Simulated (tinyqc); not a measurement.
Comparisons within one model: dielectric confinement in a thin film (image charges). A value that a table varies takes the place of the one given here.

A film |z| < t/2 of dielectric constant eps between half-spaces of dielectric constant e2; lam = (eps - e2)/(eps + e2), q = e^2/(4 pi eps0). The self-energy of a band edge is taken with the high-frequency value, e2 = eh, and the field of a fixed ion with the static one, e2 = eo. A charge at z has images lam^|n| at n t + (-1)^n z. Its self-energy is S(z) = (q/2 eps) sum over n >= 1 of lam^n [1/(n t - 2z) + 1/(n t + 2z)] for odd n and 2 lam^n/(n t) for even n; at the centre S(0) = -(q/(eps t)) ln(1 - lam).

Donor at the centre, lam from the static eo, trial function cos(pi z/t) exp(-rho/l): E(l) = c/(m l^2) - (q/eps) times the integral over k of F(k t) (1 + (k l/2)^2)^(-3/2), with F(x) = F0 + 2 lam exp(-x) G/(1 - lam exp(-x)), F0 = 2[(1 - exp(-x/2))/x + x (1 + exp(-x/2))/(x^2 + 4 pi^2)], G = 2 sinh(x/2)[1/x - x/(x^2 + 4 pi^2)]; c = hbar^2/2m0. The binding energy is -E at the minimum, counted from the subband edge with its self-energy.

Constants: e^2/(4 pi eps0) = 14.39964547 eV angstrom; hbar^2/2m0 = 3.80998211 eV angstrom^2; Ry = 13.60569312 eV.

Values chosen for the exercise (near those of a Si (100) film, two-fold valleys, between layers of Si3N4; not measured data): eps = 11.7 (dielectric constant of the film); eh = 4 (high-frequency dielectric constant outside); eo = 7.4 (static dielectric constant outside); m = 0.196 m0 (mass in the plane); mz = 0.936 m0 (mass across the film); ts = (10, 15, 22, 32, 48, 70, 100) angstrom (thicknesses); t = 74 angstrom (film thickness).

## Thinning the film

<S> is the mean over (2/t) cos^2(pi z/t); confinement c (pi/t)^2/mz; donor binding with and without images.

Results:
```
t (angstrom)  <S> (meV)  confinement (meV)  binding, no images (meV)  binding (meV)  l (angstrom)
10                 96.3              401.7                      60.5           97.5          17.5
15                 64.2              178.6                      55.6           84.1          19.4
22                 43.8               83.0                      50.3           72.0          21.6
32                 30.1               39.2                      44.8           61.0          24.2
48                 20.1               17.4                      38.7           50.3          27.6
70                 13.8                8.2                      33.2           41.5          31.5
100                 9.6                4.0                      28.2           34.2          35.8
```

What does this show, and why?

Between 100 and 10 angstrom the binding goes from 34.2 to 97.5 meV; quantum confinement alone would take it from 28.2 to 60.5, so the images supply +6.0 and +37.0 meV. |<S>| goes as 1/t and exceeds the confinement energy beyond 42 angstrom. For t well above a* = 32 angstrom the separable trial function underbinds, which affects the last rows. Hard-wall energies above 300 meV (up to t = 10 angstrom) overstate the confinement: walls are finite and valleys non-parabolic.

## Choice of the surrounding dielectric

The same film between different dielectrics; in this table one value e2 serves for both eo and eh.

Results:
```
case         lam  <S> (meV)  binding (meV)  l (angstrom)
e2 = 1     0.843       33.9           91.5          30.2
e2 = 2.5   0.648       19.7           65.3          30.8
e2 = 3.9   0.500       13.4           54.1          31.3
e2 = 7.5   0.219        4.9           40.0          32.1
e2 = 16   -0.155       -3.0           28.0          33.3
e2 = 25   -0.362       -6.5           23.0          34.0
e2 = 80   -0.745      -12.0           15.7          35.3
```

How do the results move?

The binding spans a factor 5.8, from 92 meV in vacuum to 15.7 meV for e2 = 80; going from 3.9 to 25 changes it by -31.1 meV and the band edge by -19.8 meV, so the binding responds 1.57 times as much as the edge (for an orbit much smaller than t the binding would change by twice the change of S(0), -33.3 meV; here l/t = 0.42 for e2 = 3.9).

## What each parameter does

<S> is the mean over (2/t) cos^2(pi z/t). Each row changes one parameter from the base and keeps the others.

Results:
```
case             lam from eh  <S> (meV)  binding (meV)  l (angstrom)
base                   0.490       13.0           40.3          32.1
t = 68 angstrom        0.490       14.2           42.1          31.2
eps = 10.5             0.448       12.8           44.9          30.1
eo = 10.4              0.490       13.0           34.2          32.6
eh = 5.2               0.385        9.5           40.3          32.1
m = 0.235 m0           0.490       13.0           43.8          28.6
```

What does this show?

The largest shifts from the base row, up to three for each result and ties (the steps differ in size, so this ranks the rows, not the parameters). lam from eh: eh -0.106, eps -0.042; unchanged at the printed digits by t, eo and m. <S> (meV): eh -3.5, t +1.1, eps -0.2; unchanged at the printed digits by eo and m. binding (meV): eo -6.0, eps +4.6, m +3.5; unchanged at the printed digits by eh. l (angstrom): m -3.5, eps -2.0, t -0.9; unchanged at the printed digits by eh.

(tinyqc, `OMP_NUM_THREADS=1 python tinyqc.py 1250008 1250009 out.jsonl`, Intel(R) Xeon(R) Processor @ 2.30GHz, 1 thread, shared host, about 0.06 s.)
